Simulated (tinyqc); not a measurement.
## Intrinsic and extrinsic failures together

All devices wear out with slope 2.4 and scale t63; the share 0.02 also has a flaw with slope 0.34 and scale 0.01 t63: 1 - F = exp(-(t/t63)^2.4) [1 - 0.02 + 0.02 exp(-(t/(0.01 t63))^0.34)]. W = ln(-ln(1 - F)); the local slope is dW/d ln t.

Values chosen for this exercise:
- t63 = 1900 s (characteristic time of a test capacitor)

Results:
```
t (s)	F	W	local slope	F of wear-out alone
0.021	0.001882	-6.275	0.3238	1.272e-12
0.09	0.002992	-5.810	0.3137	4.180e-11
0.39	0.004683	-5.361	0.2974	1.411e-9
1.7	0.007121	-4.941	0.2716	4.831e-8
7.4	0.01032	-4.568	0.2330	1.649e-6
140	0.01909	-3.949	0.3366	0.001911
620	0.08375	-2.437	1.877	0.06577
2700	0.9041	0.8520	2.379	0.9021
```

Estimate the missing row, t = 32 s.

Computed row:
```
t (s)	F	W	local slope	F of wear-out alone
32	0.01399	-4.262	0.1865	5.538e-5
```

With this row back in the table: The local slope goes from 0.324 through a minimum of 0.186 (at t = 32 s among the rows listed) to 2.38. At early times the flawed share sets F, 1.48e9 times the wear-out value in the first row, so a line fitted to the steep upper part says nothing about low percentiles.

Computed by the program tinyqc: `OMP_NUM_THREADS=1 python tinyqc.py 2070127 2070128 out.jsonl`, one thread of a shared Intel Xeon 2.30GHz, about 0.01 s for the whole run.
